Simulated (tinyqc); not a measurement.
Thermodynamics of metal silicides: hull, first phase, silicon consumed, nucleation and stability against SiO2: one step, computed by the program tinyqc. Command: `OMP_NUM_THREADS=1 python tinyqc.py 3011862 3011863 out.jsonl silphase walk`. One thread of a shared host (Intel(R) Xeon(R) Processor @ 2.30GHz), about 0.01 s of CPU time with the checks.

Entropies of formation of the solids are neglected, so heats stand for free energies. Si fractions: M5Si3 0.3750, MSi 0.5000, MSi2 0.6667.

Question. Which phases are stable. A phase is stable if it lies below every straight line between a phase on its left and one on its right (M and Si at zero). Distance = its heat less the lowest such line, negative for a stable phase.

Inputs (values chosen for the exercise, for a model metal): heat of formation of M5Si3 = -70.6 kJ/mol atoms; heat of formation of MSi = -58.4 kJ/mol atoms; heat of formation of MSi2 = -41 kJ/mol atoms.

Phases: M5Si3, MSi, MSi2.

Give: distance to the lowest tie line.

Answer.

distance to the lowest tie line (kJ/mol atoms): M5Si3 -26.80, MSi -0.49, MSi2 -2.07

All three are stable.
